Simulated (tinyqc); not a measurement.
# Worked calculation: on-chip power grid, static voltage drop by conjugate gradients

tinyqc, about 0.1 s, one thread, Intel Xeon 2.30GHz (shared host): `OMP_NUM_THREADS=1 python tinyqc.py 2770183 2770184 out.jsonl` Printed values are rounded.

A grid of 4 rows and 4 columns, node k = 4 row + column. Neighbours in a row are joined by Rx, in a column by Ry; pad nodes, which reach the supply through Rp: 0, 3, 12, 15. Each node draws I0, node 13 draws kh I0. The drops u = Vdd - V solve G u = i, with G the conductance matrix (1/Rp added on the diagonal at pad nodes).

Parameters, values chosen for the exercise:
```
symbol,value,unit,meaning
Vdd,0.8,V,supply voltage
Rx,0.36,ohm,resistance of a horizontal segment
Ry,0.91,ohm,resistance of a vertical segment
Rp,0.51,ohm,resistance from a pad node to the supply
I0,2.1,mA,load current of an ordinary node
kh,1,,factor on the load at the hot node
```

## Diagonal of G, loads and first direction

G_kk = sum of the conductances at node k. Start u = 0, so the residual is r = i; p = r.

G_kk (S):
```
         col 0    col 1    col 2    col 3
row 0  5.83746  6.65446  6.65446  5.83746
row 1  4.97558  7.75336  7.75336  4.97558
row 2  4.97558  7.75336  7.75336  4.97558
row 3  5.83746  6.65446  6.65446  5.83746
```

r at the start (mA):
```
       col 0  col 1  col 2  col 3
row 0    2.1    2.1    2.1    2.1
row 1    2.1    2.1    2.1    2.1
row 2    2.1    2.1    2.1    2.1
row 3    2.1    2.1    2.1    2.1
```

p at the start (mA):
```
       col 0  col 1  col 2  col 3
row 0    2.1    2.1    2.1    2.1
row 1    2.1    2.1    2.1    2.1
row 2    2.1    2.1    2.1    2.1
row 3    2.1    2.1    2.1    2.1
```

## Iteration 1: conjugate-gradient step

u at the start (mV):
```
       col 0  col 1  col 2  col 3
row 0      0      0      0      0
row 1      0      0      0      0
row 2      0      0      0      0
row 3      0      0      0      0
```

q = G p; a = (r.r)/(p.q); u(new) = u + a p; r(new) = r - a q; b = (r.r)(new)/(r.r); p(new) = r(new) + b p.

q (mA S):
```
         col 0    col 1    col 2    col 3
row 0  4.11765  0.00000  0.00000  4.11765
row 1  0.00000  0.00000  0.00000  0.00000
row 2  0.00000  0.00000  0.00000  0.00000
row 3  4.11765  0.00000  0.00000  4.11765
```

a = 2.04 ohm

u after iteration 1 (mV):
```
         col 0    col 1    col 2    col 3
row 0  4.28400  4.28400  4.28400  4.28400
row 1  4.28400  4.28400  4.28400  4.28400
row 2  4.28400  4.28400  4.28400  4.28400
row 3  4.28400  4.28400  4.28400  4.28400
```

r after iteration 1 (mA):
```
          col 0    col 1    col 2     col 3
row 0  -6.30000  2.10000  2.10000  -6.30000
row 1   2.10000  2.10000  2.10000   2.10000
row 2   2.10000  2.10000  2.10000   2.10000
row 3  -6.30000  2.10000  2.10000  -6.30000
```

b = 3

p after iteration 1 (mA):
```
         col 0    col 1    col 2    col 3
row 0  0.00000  8.40000  8.40000  0.00000
row 1  8.40000  8.40000  8.40000  8.40000
row 2  8.40000  8.40000  8.40000  8.40000
row 3  0.00000  8.40000  8.40000  0.00000
```

## Iteration 2: conjugate-gradient step

As before.

q (mA S):
```
          col 0    col 1    col 2     col 3
row 0  -32.5641  23.3333  23.3333  -32.5641
row 1    9.2308   0.0000   0.0000    9.2308
row 2    9.2308   0.0000   0.0000    9.2308
row 3  -32.5641  23.3333  23.3333  -32.5641
```

a = 0.193465 ohm

u after iteration 2 (mV):
```
         col 0    col 1    col 2    col 3
row 0  4.28400  5.90910  5.90910  4.28400
row 1  5.90910  5.90910  5.90910  5.90910
row 2  5.90910  5.90910  5.90910  5.90910
row 3  4.28400  5.90910  5.90910  4.28400
```

r after iteration 2 (mA):
```
         col 0     col 1     col 2    col 3
row 0  0.00000  -2.41417  -2.41417  0.00000
row 1  0.31417   2.10000   2.10000  0.31417
row 2  0.31417   2.10000   2.10000  0.31417
row 3  0.00000  -2.41417  -2.41417  0.00000
```

b = 0.195331

p after iteration 2 (mA):
```
         col 0     col 1     col 2    col 3
row 0  0.00000  -0.77339  -0.77339  0.00000
row 1  1.95496   3.74078   3.74078  1.95496
row 2  1.95496   3.74078   3.74078  1.95496
row 3  0.00000  -0.77339  -0.77339  0.00000
```

## Course of the conjugate-gradient iteration

Stop when |r| is below 1e-9 mA.

Course of the iteration:
```
iteration  largest u (mV)  |r| (mA)
1                   4.284      14.5
2                 5.90910      6.43
3                   6.951      2.71
4                   6.951   < 1e-11
```

Converged in 4 iterations for 16 unknowns; in exact arithmetic the method needs at most 16. The condition number of the matrix is 38.6. Gauss-Seidel sweeps in node order need 208 to reach the same residual.

## Worst drop, pad currents and power lost

converged u (mV):
```
         col 0    col 1    col 2    col 3
row 0  4.28400  5.58170  5.58170  4.28400
row 1  6.73670  6.95100  6.95100  6.73670
row 2  6.73670  6.95100  6.95100  6.73670
row 3  4.28400  5.58170  5.58170  4.28400
```

Pad current u/Rp; worst drop as a share of Vdd; power lost in the grid and pads sum_k i_k u_k; power delivered sum_k i_k (Vdd - u_k).

worst drop = 6.951 mV
share of Vdd = 0.868875 %
pad currents (mA): node 0 8.4, node 3 8.4, node 12 8.4, node 15 8.4
power lost = 0.197849 mW
power delivered = 26.6822 mW

The pad currents add up to the total load, 33.60 mA. The worst drop is at node 5 and 6 and 9 and 10.
